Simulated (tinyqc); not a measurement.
Surface segregation during layer-by-layer epitaxy: two-layer exchange kinetics and the shape of quantum wells and delta layers: one step, computed by the program tinyqc. Command: `OMP_NUM_THREADS=1 python tinyqc.py 3001097 3001098 out.jsonl mbeseg walk`. One thread of a shared host (Intel(R) Xeon(R) Processor @ 2.30GHz), about 0.02 s of CPU time with the checks.

Atoms A and B exchange only between the growing layer and the one below it. B is supplied for N layers, then pure A follows.

Problem. Exchange rates. p1 = nu exp(-E1/(k_B T)) (B up, A down), p2 = nu exp(-(E1 + E_s)/(k_B T)) (B down); time per layer tau = 1/G; K = p1/p2. Temperatures in kelvin are T(C) + 273.15. Dilute equilibrium share passed up per layer R_eq = K/(1 + K).

Inputs (values chosen for the exercise, close to those used for germanium in silicon):

| quantity | value | unit |
|---|---|---|
| barrier E1 for B to move up | 1.58 | eV |
| segregation energy E_s | 0.29 | eV |
| attempt frequency nu | 10 | THz |
| growth rate G | 0.29 | layers/s |
| temperature T | 340 | C |

Constants: k_B = 8.617333262e-05 eV/K.

Give: p1; p2; p1 tau; K; R_eq.

Solution.

p1 = 1.031 1/s

p2 = 0.004261 1/s

p1 tau = 3.555

K = 241.9

R_eq = 0.9959

Exchange and growth compete.
